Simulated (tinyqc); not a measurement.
Inside a calculation: ionisation potential and affinity of a slab from the planar-averaged potential. Values are carried at full precision from step to step, so a last printed digit may differ when a step is redone from the rounded ones.

A model of the planar-averaged electrostatic energy of an electron in a periodic cell of N1 periods of A (L1 = N1 n1 h) and N2 periods of vacuum (L2 = N2 n2 h), on z_j = j h: V(z) = f VA + (1 - f) VB + F t(z), VA = V1[0] + V1[1] cos(2 pi z/(n1 h)) + V1[2] cos(4 pi z/(n1 h)), VB the same with V2, n2 and z - L1. f = [tanh(z/w) - tanh((z - L1)/w) + tanh((z - L1 - L2)/w)]/2 + 1/2; t(z) = z - L1/2 in A and (L1/L2)(L1 + L2/2 - z) beyond, so that the cell is periodic.

Constants: e^2/(4 pi eps0) = 14.39964547 eV angstrom.

Parameters, chosen for this exercise (gap near that of Si; not measured data):
- h = 0.25 angstrom (grid step)
- n1 = 5 (grid points per period of A)
- n2 = 6 (grid points per period of the vacuum filter)
- N1 = 5 (periods of A)
- N2 = 5 (periods of vacuum)
- V1 = (-7.47, 4.74, 0.33) eV (mean and two harmonics of the potential in A)
- V2 = (0, 0, 0) eV (the same in vacuum)
- w = 0.45 angstrom (width of the interfaces)
- F = 0 eV/angstrom (slope in A from opposite charges on the two interfaces)
- Ev1 = 2.28 eV (valence top of bulk A above its mean potential)
- Eg1 = (0.59, 1.2) eV (gap of A: semi-local value, corrected value)
- fv1 = 0.38 (share of the correction that lowers the valence top of A)
- eps = 2.9 (dielectric constant at the interface)

## The planar average

Evaluate V on the grid, j = 0, 1, ...

V(z_j) (eV): [-1.200, -4.719, -10.107, -10.817, -6.199, -2.391, -6.264, -11.198, -11.201, -6.272, -2.400, -6.272, -11.203, -11.203, -6.272, -2.400, -6.272, -11.201, -11.198, -6.264, -2.391, -6.199, -10.817, -10.107, -4.719, -1.200, -1.553, -1.095, -0.386, -0.073, -0.009, -0.008, -0.005, -0.002, 0.000, 0.000, 0.000, 0.000, 0.000, 0.000, 0.000, 0.000, 0.000, 0.000, 0.000, 0.000, 0.000, -0.002, -0.005, -0.008, -0.009, -0.073, -0.386, -1.095, -1.553]

## Running means

Running mean over n points, periodic: for odd n the plain mean of the n points centred on j; for even n the n + 1 points with half weight at both ends. The macroscopic average applies the mean over n1 points and then over n2 points.

Apply the first mean, then the second.

after the mean over n1 points (eV): [-3.735, -5.679, -6.609, -6.847, -7.156, -7.374, -7.451, -7.465, -7.467, -7.469, -7.470, -7.470, -7.470, -7.470, -7.470, -7.470, -7.469, -7.467, -7.465, -7.451, -7.374, -7.156, -6.847, -6.609, -5.679, -3.735, -1.791, -0.861, -0.623, -0.314, -0.096, -0.019, -0.005, -0.003, -0.001, 0.000, 0.000, 0.000, 0.000, 0.000, 0.000, 0.000, 0.000, 0.000, 0.000, 0.000, -0.001, -0.003, -0.005, -0.019, -0.096, -0.314, -0.623, -0.861, -1.791]

macroscopic average (eV): [-3.735, -4.778, -5.768, -6.543, -7.001, -7.222, -7.345, -7.423, -7.457, -7.467, -7.469, -7.469, -7.470, -7.470, -7.469, -7.469, -7.467, -7.457, -7.423, -7.345, -7.222, -7.001, -6.543, -5.768, -4.778, -3.735, -2.692, -1.702, -0.927, -0.469, -0.248, -0.125, -0.047, -0.013, -0.003, -0.001, -0.001, 0.000, 0.000, 0.000, 0.000, 0.000, 0.000, 0.000, -0.001, -0.001, -0.003, -0.013, -0.047, -0.125, -0.248, -0.469, -0.927, -1.702, -2.692]

Around the middle of vacuum the first mean varies by 0 meV over five points and the second by 0 meV.

## The potential line-up

Read the macroscopic average in the middle of each region, j = 12 and j = 40, and its slope in A by a central difference over two points each way.

plateau in A = -7.470 eV
plateau in vacuum = 0.000 eV
dV = vacuum - A = 7.470 eV
slope in A = -0.001 eV/angstrom

The plateaus are flat, so the line-up is well defined.

## Ionisation potential and affinity

IP = dV - Ev1, EA = IP - gap. The correction opens the gap by c = Eg1[1] - Eg1[0], lowers the valence top by fv1 c and raises the conduction edge by (1 - fv1) c; dV is kept.

IP, EA with the semi-local gap (eV): [5.190, 4.600]

c = 0.61 eV

IP, EA corrected (eV): [5.422, 4.222]

The correction raises IP by 0.23 eV and lowers EA by 0.38 eV.

## The dipole behind the step

A step dV of the mean electron energy from A to vacuum across an interface equals 4 pi (e^2/4 pi eps0) times a dipole per area p (in e angstrom per angstrom^2). For a change of 0.1 eV in dV, give the charge per area moved over 2 angstrom in a medium of dielectric constant eps: sigma = 0.1 eps/(4 pi (e^2/4 pi eps0) 2). 1 angstrom^-2 = 1e16 cm^-2.

|p| = 0.04128 e/angstrom
sigma = 8.01e+12 e/cm^2

With about 7e14 atoms per cm^2 in a plane (as on a silicon (100) face), 1.1 % of an electron per atom shifts the line-up by 0.1 eV.

## Checks

- Line-up in a cell of 14 + 14 periods without slope against V2[0] - V1[0] (eV): both 7.4700.

(tinyqc, `OMP_NUM_THREADS=1 python tinyqc.py 1850656 1850657 out.jsonl`, Intel(R) Xeon(R) Processor @ 2.30GHz, 1 thread, shared host, about 0.01 s.)
